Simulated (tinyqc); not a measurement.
Electron mobility of a polar semiconductor by Rode's iterative solution of the Boltzmann equation: one step, computed by the program tinyqc.

The distribution is f(E) + e F l(E) (-df/dE) cos(theta) for a weak field F, theta counted from the force; l(E) is a mean free path. Elastic processes enter by their momentum rate, polar optical phonons by out- and in-scattering terms. One valley only: where upper valleys lie close, measured mobilities are lower. The density n is prescribed, even where a narrow-gap material would have more intrinsic carriers.

Problem. Fermi level and screening. Parabolic band: E = hbar^2 k^2/(2 m), speed v = hbar k/m, states per spin, volume and energy g(E) = m k/(2 pi^2 hbar^2). Masses are multiplied by m_0 and all formulas are in SI units. The reduced Fermi level eta = E_F/(k_B T) solves n = 2 Z int g f dE with f = 1/(1 + exp(x - eta)) (Z = 1 unless valleys are given); screening length L_s = sqrt(eps_s eps_0 k_B T/(e^2 dn/deta)), dn/deta = 2 Z int g f (1 - f) dE. Integrals over x = E/(k_B T) use 160 Gauss-Legendre points in u = sqrt(x) from 0 to sqrt(max(eta, 0) + 32). N_I = n (1 + C)/(1 - C).

Inputs (values chosen for the exercise, for a model polar semiconductor): effective mass m = 0.031 m_0; static permittivity eps_s = 15.1; electron density n = 2.2e+16 1/cm^3; compensation ratio C = 0; temperature T = 300 K.

Band: parabolic. Elastic processes: acoustic, piezoelectric, impurity.

Constants: k_B = 8.617333262e-05 eV/K; m_0 = 9.1093837015e-31 kg; e = 1.602176634e-19 C; hbar = 1.054571817e-34 J s; eps_0 = 8.8541878128e-12 F/m; k_B = 1.380649e-23 J/K.

Give: reduced Fermi level eta; screening length L_s; ionised impurity density N_I.

Solution.

reduced Fermi level eta = -1.7720

screening length L_s = 32.187 nm

ionised impurity density N_I = 2.20e+16 1/cm^3
